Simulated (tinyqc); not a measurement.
Length of a molecular wire: coherent transport through a tight-binding bridge. Computed by the program tinyqc. Command: `OMP_NUM_THREADS=1 python tinyqc.py 110623 110624 out.jsonl`; one thread of a shared host (Intel(R) Xeon(R) Processor @ 2.60GHz), about 0.7 s.

A uniform bridge between two chains:
```
parameter                        value
site energy (eV)              1.740000
hopping in the bridge (eV)    0.550000
lead hopping (eV)             1.530000
couplings (eV)              0.53, 0.38
E (eV)                       -0.070000
```

T = Gamma_L Gamma_R |G_1n|^2 with the self-energies of semi-infinite chains.

Transmission against length:
```
sites           T      ln T
2      2.3482e-03   -6.0541
3      2.6893e-04   -8.2211
4      3.0850e-05  -10.3864
5      3.5396e-06  -12.5515
6      4.0614e-07  -14.7166
7      4.6600e-08  -16.8817
8      5.3469e-09  -19.0467
9      6.1351e-10  -21.2118
10     7.0394e-11  -23.3769
```

E lies outside the band of the bridge (|E - e|/2h = 1.645 > 1), so T decays as exp(-beta n) with beta = 2 arccosh(1.645) = 2.1651 a site; the last two rows give 2.1651.
